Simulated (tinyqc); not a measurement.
# Barrier from its over-barrier resonances

Inverse problem. A flat barrier of width d = 1.2 nm between equal leads transmits fully where k d = n pi, that is at E_n = U + C (n pi/d)^2/m, C = hbar^2/(2 m0), whatever the lead mass. Find m and U.

Constants: q = 1.602176634e-19 C, hbar = 1.054571817e-34 J s, m0 = 9.1093837015e-31 kg, hbar^2/(2 m0) = 0.0380998212 eV nm^2. Results are converted to the units shown.

energies of resonances n = 2 and 3 (eV): [8.1635215, 16.867923]

Answer. The spacing is 5 C (pi/d)^2/m, which gives m; either energy then gives U.

m = 0.150 m0
U = 1.20 eV

Computed by the program tinyqc: `OMP_NUM_THREADS=1 python tinyqc.py 2560010 2560011 out.jsonl`, one thread of a shared Intel Xeon 2.30GHz, about 0.01 s for the whole run.
